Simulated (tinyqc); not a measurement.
Nanosheet or nanowire with hard walls, valleys of the Si type: one step. One-dimensional subbands. Three cases, with inputs chosen for the exercise.

Question. The ten lowest levels of all groups together, numbered within each group.

Hard walls around a W x H rectangle. The block w_c of w in (y, z) confines; the transport mass follows from 1/m_x = w_xx - w_xc w_c^-1 w_cx. The cross-section problem c (w_yy ky^2 + 2 w_yz ky kz + w_zz kz^2), c = hbar^2/2m0, is solved in products sin(n pi y/W) sin(l pi z/H), n, l = 1 to 12; if w_yz = 0 the levels are c pi^2 (w_yy n^2/W^2 + w_zz l^2/H^2). The w_yz term couples (n, l) to (n', l') by -2 c w_yz D_nn'(W) D_ll'(H) with D_nm(L) = 4 n m/(L (n^2 - m^2)) for n + m odd and 0 otherwise.

Constants: hbar^2/2m0 = 3.80998211 eV angstrom^2.

Give: Subbands.

Case 1.

Values chosen (out of a larger set: near those of Si; not measured data): W = 120 angstrom (width, along y); H = 48 angstrom (height, along z = [001]).

Valleys:
```
group  valleys g      w_yy      w_zz    |w_yz|  m_x (m0)
A              2  5.263158  1.089325  0.000000  0.190000
B              2  1.089325  5.263158  0.000000  0.190000
C              2  5.263158  5.263158  0.000000  0.918000
```

Answer.

Subbands:
```
label  valleys g  m_x (m0)  E (eV)
A1             2    0.1900  0.0315
A2             2    0.1900  0.0728
A3             2    0.1900  0.0849
B1             2    0.1900  0.0887
B2             2    0.1900  0.0973
C1             2    0.9180  0.0996
B3             2    0.1900  0.1115
A4             2    0.1900  0.1261
B4             2    0.1900  0.1314
C2             2    0.9180  0.1409
```

The lowest subband is A1; the number of further ones in the list within kB T = 30.2 meV of it at 350 K is 0.

Case 2.

Values chosen (out of a larger set: near those of Si; not measured data): W = 40 angstrom (width, along y); H = 60 angstrom (height, along z = [001]).

Valleys:
```
group  valleys g      w_yy      w_zz    |w_yz|  m_x (m0)
A              2  5.181347  1.071811  0.000000  0.193000
B              2  1.071811  5.181347  0.000000  0.193000
C              2  5.181347  5.181347  0.000000  0.933000
```

Answer.

Subbands:
```
label  valleys g  m_x (m0)  E (eV)
B1             2    0.1930  0.0793
A1             2    0.1930  0.1330
B2             2    0.1930  0.1549
A2             2    0.1930  0.1666
C1             2    0.9330  0.1759
A3             2    0.1930  0.2225
B3             2    0.1930  0.2417
B4             2    0.1930  0.2808
A4             2    0.1930  0.3009
B5             2    0.1930  0.3172
```

The lowest subband is B1; the number of further ones in the list within kB T = 6.6 meV of it at 77 K is 0.

Case 3.

Values chosen (out of a larger set: near those of Si; not measured data): W = 160 angstrom (width, along y); H = 36 angstrom (height, along z = [001]).

Valleys:
```
group  valleys g      w_yy      w_zz    |w_yz|  m_x (m0)
A              2  5.208333  1.108647  0.000000  0.192000
B              4  3.158490  5.208333  0.000000  0.547000
```

Answer.

Subbands:
```
label  valleys g  m_x (m0)  E (eV)
A1             2    0.1920  0.0398
A2             2    0.1920  0.0628
A3             2    0.1920  0.1010
A4             2    0.1920  0.1363
A5             2    0.1920  0.1546
B1             4    0.5470  0.1558
A6             2    0.1920  0.1593
B2             4    0.5470  0.1697
B3             4    0.5470  0.1929
A7             2    0.1920  0.1975
```

The lowest subband is A1; the number of further ones in the list within kB T = 25.9 meV of it at 300 K is 1.

Computed by tinyqc, one run a case: `OMP_NUM_THREADS=1 python tinyqc.py N N+1 out.jsonl` with N = 1251799, 1251837, 1251914; one thread of a shared Intel(R) Xeon(R) Processor @ 2.30GHz, about 0.03 s a run at most.
